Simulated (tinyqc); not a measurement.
What each parameter does: three-level Kane dispersion of a narrow-gap semiconductor.

Zero of energy at Gamma8, c = hbar^2/2m0, P^2 = Ep c. The free-electron term and remote bands are left out, so the heavy holes are flat at E = 0 and the other three bands obey E (E - Eg)(E + Dso) = P^2 k^2 (E + 2 Dso/3). The conduction band is the highest root; its edge is Ec = max(Eg, 0).

Degenerate electrons at T = 0: kF = (3 pi^2 n)^(1/3), 1 cm^-3 = 1e-24 angstrom^-3; EF is the highest root at kF. The momentum (cyclotron, optical) mass is m(E) = hbar^2 k/(dE/dk) = c d(k^2)/dE with d(k^2)/dE = k^2 [1/E + 1/(E - Eg) + 1/(E + Dso) - 1/(E + 2 Dso/3)]; the density of states is k d(k^2)/dE/(2 pi^2).

Edge mass m0* = 3 |Eg|/(2 Ep).
Constants: hbar^2/2m0 = 3.80998211 eV angstrom^2.

Values chosen for the exercise (near those of HgTe; the results hold for these values, not for the real material):

| symbol | value | unit | meaning |
|---|---|---|---|
| Eg | -0.296 | eV | E(Gamma6) - E(Gamma8) |
| Dso | 1.05 | eV | spin-orbit splitting |
| Ep | 19.2 | eV | Kane energy |
| n | 4.4e+17 | cm^-3 | electron density |

Edge mass, EF - Ec and m(EF). Each row changes one parameter from the base and keeps the others.

Results:

| case | m0* (m0) | EF - Ec (meV) | m(EF) (m0) |
|---|---|---|---|
| base | 0.02312 | 75.18 | 0.03290 |
| n = 8.8e+17 cm^-3 | 0.02312 | 110.47 | 0.03730 |
| Eg = -0.2516 eV | 0.01966 | 83.54 | 0.03072 |
| Dso = 1.2075 eV | 0.02312 | 74.92 | 0.03309 |
| Ep = 22.08 eV | 0.02011 | 84.62 | 0.02964 |

The largest shifts from the base row, up to three for each result and ties (the steps differ in size, so this ranks the rows, not the parameters). m0* (m0): Eg -0.00347, Ep -0.00302; unchanged at the printed digits by n and Dso. EF - Ec (meV): n +35.29, Ep +9.45, Eg +8.36. m(EF) (m0): n +0.00441, Ep -0.00326, Eg -0.00218.

Run: tinyqc, `OMP_NUM_THREADS=1 python tinyqc.py 1050121 1050122 out.jsonl`; Intel(R) Xeon(R) Processor @ 2.30GHz, one thread, shared host; about 0.01 s of CPU time with all checks.
